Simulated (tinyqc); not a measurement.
# Absorption edge of a degenerate semiconductor, band filling against gap narrowing: two studies

n-type, parabolic bands, full ionisation. eta = (EF - Ec)/kB T solves N = Nc F12(eta), F12(x) = (2/sqrt(pi)) int_0^infinity sqrt(u)/(1 + exp(u - x)) du. The gap shrinks rigidly by dEg = a3 y^(1/3) + a4 y^(1/4) + a2 y^(1/2), y = N/1e18 cm^-3, an empirical law that is here taken as the true narrowing.

Parameters, values chosen for the exercise; band and dielectric values close to those of indium phosphide: temperature T = 350 K; band gap Eg = 1.33 eV; conduction-band density of states at 350 K, from me Nc = 7.24e17 cm^-3; electron mass me = 0.0806 m0; hole mass mh = 0.588 m0; coefficient of (N/1e18)^(1/3) a3 = 20 meV; coefficient of (N/1e18)^(1/4) a4 = 12.1 meV; coefficient of (N/1e18)^(1/2) a2 = 1.5 meV.

Constants: q = 1.602176634e-19 C, kB = 1.380649e-23 J/K, Vt = kB T/q. Results are converted to the units shown.

Each table varies one quantity; the others keep the values above.

## The optical edge against doping

Vertical transitions need an empty final state: the edge is taken where the state lies 4 kB T below EF, E_opt = Eg - dEg + (1 + me/mh) max(eta - 4, 0) kB T; wavelength h c/(q E_opt).

The optical edge against doping:
```
N (cm^-3)       eta  dEg (meV)  filling shift (meV)  E_opt (eV)
1.3e17       -1.654      17.94                    0       1.312
2.6e17      -0.8978      22.17                    0       1.308
5.3e17     -0.05569      27.60                    0       1.302
1.1e18       0.9445      34.61                    0       1.295
2.2e18        2.144      42.97                    0       1.287
4.6e18        3.927      54.20                    0       1.276
9.4e18        6.550      67.99                87.47       1.349
1.9e19        10.60      85.17                226.3       1.471
4e19          17.49      108.3                462.7       1.684
8.2e19        28.27      136.9                832.4       2.026
```

E_opt goes from 1.31 through a minimum of 1.28 (at N = 4.6e18 cm^-3 among the rows listed) to 2.03 eV, against Eg = 1.33 eV; the filling shift is 0 while eta is below 4. At the end narrowing grows as N^(0.33) and EF - Ec as N^(0.67). Filling therefore wins at high density. For N = 1.9e19, 4e19, 8.2e19 EF lies more than 0.2 eV in the band, where non-parabolicity lowers it markedly.

## Approximations to the Fermi level

With u = N/Nc: Boltzmann ln u; Joyce-Dixon ln u + 0.353553 u - 4.95009e-3 u^2 + 1.48386e-4 u^3 - 4.42563e-6 u^4; degenerate limit (3 sqrt(pi) u/4)^(2/3). The Einstein ratio is D/(mu Vt) = F12/Fm, Fm(x) = dF12/dx = (1/sqrt(pi)) int_0^infinity u^(-1/2)/(1 + exp(u - x)) du.

Approximations to the Fermi level:
```
N (cm^-3)      N/Nc       eta  Boltzmann  Joyce-Dixon  degenerate  D/(mu Vt)
4.1e16     0.056630   -2.8512    -2.8712      -2.8512     0.17829     1.0200
9.2e16      0.12707   -2.0182    -2.0630      -2.0182     0.30558     1.0448
2.1e17      0.29006   -1.1355    -1.2377      -1.1355     0.52976     1.1017
4.6e17      0.63536  -0.23089   -0.45356     -0.23089     0.89352     1.2207
1e18         1.3812   0.80223    0.32296      0.80223      1.4994     1.4706
2.3e18       3.1768    2.2334     1.1559       2.2334      2.6127     2.0359
5.1e18       7.0442    4.2397     1.9522       4.2380      4.4427     3.1193
1.1e19       15.193    7.3019     2.7209       7.2344      7.4164     5.0261
2.6e19       35.912    13.097     3.5811       9.4055      13.160     8.8160
```

What does the comparison show?

Boltzmann is within 0.1 of eta up to N/Nc = 0.13, Joyce-Dixon within 0.01 up to 7.0, and the degenerate limit is off by 0.063 in the last row. The Einstein ratio rises from 1.02 to 8.82: degenerate carriers diffuse faster for the same mobility.

Range of the model: Band tails, non-parabolic bands and incomplete ionisation are left out.

Computed by the program tinyqc: `OMP_NUM_THREADS=1 python tinyqc.py 2330109 2330110 out.jsonl`, one thread of a shared Intel Xeon 2.30GHz, about 0.01 s for the whole run.
